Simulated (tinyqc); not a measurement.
Trap density and grain size from the barrier.

Problem. With all traps filled Vb = q Qt^2/(8 eps0 eps_r N), and in that limit the barrier is largest at N* = Qt/Lg. Find Qt, Lg and the depleted width Qt/N.

Values chosen for this exercise: relative permittivity of the semiconductor eps_r = 11.7.

Constants: q = 1.602176634e-19 C, eps0 = 8.8541878128e-14 F/cm where lengths are in cm. Results are converted to the units shown.

barrier at N = 1.2e18 cm^-3 = 0.023198882 V
doping of the largest barrier = 4e17 cm^-3

Solution. The barrier gives Qt, and N* then gives Lg.

Qt = 1.200e12 cm^-2
Lg = 30.00 nm
depleted width = 10.00 nm

tinyqc, about 0.01 s, one thread, Intel Xeon 2.30GHz (shared host): `OMP_NUM_THREADS=1 python tinyqc.py 2610115 2610116 out.jsonl`
